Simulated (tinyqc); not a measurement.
From results back to parameters: band offset of a heterojunction with an interface dipole (two-band chains, self-consistent charge). Three cases, with inputs chosen for the exercise.

Problem. D0 is the offset of the mid-gaps without dipole, chi the charge moved per eV of offset and u the potential step per electron moved. In linear response the valence offset is S D0 - (G2 - G1)/2 with S = 1/(1 + u chi/2). Two interfaces between the same crystals differ in D0 by a known amount, as from a layer of fixed dipoles; their offsets come from hidden S and D0.

Find: S; D0 of the first; u.

Method. S is the change of the offset over the change of D0; then D0 = (offset + (G2 - G1)/2)/S and u = 2 (1/S - 1)/chi.

Case 1.

Values chosen (out of a larger set: gaps near those of Si and Ge; the chains and D0 are free models, so the offsets are not those of the real pair; not measured data): G1 = 1.17 eV (gap on the left); G2 = 0.7 eV (gap on the right).

chi = 0.57096 1/eV

valence offsets (eV): first 0.11175, second 0.67870

D0(second) - D0(first) = 1.15 eV

Solution.

S = 0.493
D0 of the first = -0.25 eV
u = 3.6 eV

Case 2.

Values chosen (out of a larger set: gaps near those of Si and GaP; the chains and D0 are free models, so the offsets are not those of the real pair; not measured data): G1 = 1.07 eV (gap on the left); G2 = 2.29 eV (gap on the right).

chi = 0.31684 1/eV

valence offsets (eV): first -0.69010, second -0.38038

D0(second) - D0(first) = 0.58 eV

Solution.

S = 0.534
D0 of the first = -0.15 eV
u = 5.5 eV

Case 3.

Values chosen (out of a larger set: gaps near those of Si and Ge; the chains and D0 are free models, so the offsets are not those of the real pair; not measured data): G1 = 1.16 eV (gap on the left); G2 = 0.67 eV (gap on the right).

chi = 0.58252 1/eV

valence offsets (eV): first 0.00636, second 0.48678

D0(second) - D0(first) = 1.53 eV

Solution.

S = 0.314
D0 of the first = -0.76 eV
u = 7.5 eV

Computed by tinyqc, one run a case: `OMP_NUM_THREADS=1 python tinyqc.py N N+1 out.jsonl` with N = 1451678, 1451792, 1451891; one thread of a shared Intel(R) Xeon(R) Processor @ 2.30GHz, about 0.5 s a run at most.
